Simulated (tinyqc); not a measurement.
What each input does: propagation of a band-gap error through k.p and effective-mass formulas.

Chain, for a gap E (the reference Eg or another value), with Ep and Dso kept: 1/me = 1 + Ep (E + 2 Dso/3)/(E (E + Dso)); g* = 2 - 2 Ep Dso/(3 E (E + Dso)); g1(E) = g1 + (Ep/3)(1/E - 1/Eg), g2(E) = g2 + (Ep/6)(1/E - 1/Eg), light hole 1/(g1 + 2 g2), heavy hole 1/(g1 - 2 g2) along [100]; optical constant ei(E) = 1 + (ei - 1)(EP/(EP + E - Eg))^2, static e0(E) = ei(E) + e0 - ei.

Donor: R = Ry me/e0^2, a_B = a0 e0/me, Mott density (0.26/a_B)^3. Nc, Nv = 2 (m kT/(4 pi c))^(3/2), c = hbar^2/2m0, ni = sqrt(Nc Nv) exp(-E/2kT). Exciton: Ry mu/e0^2 with 1/mu = 1/me + g1(E). 1 angstrom^-3 = 1e24 cm^-3.

Constants: Ry = 13.60569312 eV; a0 (Bohr radius) = 0.5291772105 angstrom; kB = 8.617333262e-05 eV/K; hbar^2/2m0 = 3.80998211 eV angstrom^2.

Parameters, chosen for this exercise (reference values near those of GaAs, gap at low temperature; the results hold for these values, not for the real material):

| symbol | value | unit | meaning |
|---|---|---|---|
| Eg | 1.508 | eV | gap at Gamma to the s-like level |
| Dso | 0.338 | eV | spin-orbit splitting |
| Ep | 25.7 | eV | Kane energy |
| g1 | 6.99 |  | Luttinger gamma1 |
| g2 | 2.07 |  | gamma2 |
| e0 | 12.81 |  | static dielectric constant |
| ei | 10.74 |  | optical dielectric constant |
| EP | 5.2 | eV | mean (Penn) gap |
| mh | 0.53 | m0 | density-of-states mass of the holes |
| T | 300 | K | temperature |
| Eg2 | 1.252 | eV | a wrong gap, of the size a hybrid functional can give |

All at E = Eg2.

One parameter was then changed.

Results before and after:

| case | me (m0) | light hole (m0) | e0 | donor (meV) | exciton (meV) | log10 ni |
|---|---|---|---|---|---|---|
| base | 0.0498 | 0.0743 | 13.84 | 3.536 | 2.515 | 7.699 |
| changed | 0.0498 | 0.0743 | 13.75 | 3.583 | 2.548 | 7.699 |

Which of these changes was made? (a) EP = 4.784 eV; (b) Eg2 = 1.152 eV; (c) Ep = 23.644 eV; (d) mh = 0.572 m0; (e) T = 276 K; (f) ei = 9.881; (g) Dso = 0.311 eV; (h) g1 = 7.549.

Answer: (f) ei = 9.881. Of the candidates, run in turn, only this one gives the changed row.

All candidates:

| case | me (m0) | light hole (m0) | e0 | donor (meV) | exciton (meV) | log10 ni |
|---|---|---|---|---|---|---|
| base | 0.0498 | 0.0743 | 13.84 | 3.536 | 2.515 | 7.699 |
| Eg2 = 1.152 eV | 0.0462 | 0.0683 | 14.29 | 3.080 | 2.193 | 8.515 |
| Dso = 0.311 eV | 0.0496 | 0.0743 | 13.84 | 3.520 | 2.507 | 7.698 |
| Ep = 23.644 eV | 0.0539 | 0.0754 | 13.84 | 3.827 | 2.668 | 7.725 |
| g1 = 7.549 | 0.0498 | 0.0714 | 13.84 | 3.536 | 2.466 | 7.699 |
| EP = 4.784 eV | 0.0498 | 0.0743 | 13.94 | 3.487 | 2.480 | 7.699 |
| ei = 9.881 | 0.0498 | 0.0743 | 13.75 | 3.583 | 2.548 | 7.699 |
| mh = 0.572 m0 | 0.0498 | 0.0743 | 13.84 | 3.536 | 2.515 | 7.724 |
| T = 276 K | 0.0498 | 0.0743 | 13.84 | 3.536 | 2.515 | 6.731 |

tinyqc: `OMP_NUM_THREADS=1 python tinyqc.py 1880025 1880026 out.jsonl`; about 0.01 s, one thread, shared Intel(R) Xeon(R) Processor @ 2.30GHz.
